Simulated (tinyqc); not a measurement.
Schottky barrier with interface states (Cowley-Sze model), image lowering and contact resistance: one step, computed by the program tinyqc. Command: `OMP_NUM_THREADS=1 python tinyqc.py 3005157 3005158 out.jsonl pinning walk`. One thread of a shared host (Intel(R) Xeon(R) Processor @ 2.30GHz), about 0.01 s of CPU time with the checks.

An n-type semiconductor under a metal. The barrier lies between the Schottky-Mott limit phi_M - chi and the Bardeen limit E_g - E_n, E_n being the neutrality level of the interface states; the space-charge term of the full Cowley-Sze expression is left out.

Task: Tunnelling scale and contact resistivity. A* = 4 pi e m_e M_c k_B^2/h^3 (a simple valley count); J_s = A* T^2 exp(-phi/k_B T). E_00 = (e hbar/2) sqrt(N/(m_e eps_s eps_0)), E_0 = E_00 coth(E_00/k_B T); scaling form of the contact resistivity rho_c = (k_B/(e A* T)) exp(phi_B/E_0), which is the thermionic result when E_00 << k_B T and keeps only the leading exponential of tunnelling when E_00 >> k_B T; image lowering is left out of it.

Inputs (values chosen for the exercise, with gap, mass and screening modelled on germanium):

| quantity | value | unit |
|---|---|---|
| dielectric constant eps_s | 16.8 | - |
| electron mass m_e | 0.212 | m_0 |
| valleys M_c | 4 | - |
| donor density N | 2.2e+15 | cm^-3 |
| temperature T | 200 | K |

Pinning factor from: Moench relation.

barrier phi_B = 0.5540524 eV

Constants: k_B = 8.617333262e-05 eV/K; hbar = 1.054571817e-34 J s; m_0 = 9.1093837015e-31 kg; eps_0 = 8.8541878128e-12 F/m; e = 1.602176634e-19 C; k_B = 1.380649e-23 J/K; h = 6.62607015e-34 J s.

Give: E_00; E_00/k_B T; E_0; contact resistivity rho_c.

Result:

E_00 = 4.614e-04 eV

E_00/k_B T = 0.02677

E_0 = 0.01724 eV

contact resistivity rho_c = 3.840e+05 ohm cm^2

With the usual bounds 0.5 and 5 on E_00/k_B T the regime is thermionic emission; so large a rho_c means a blocking contact.
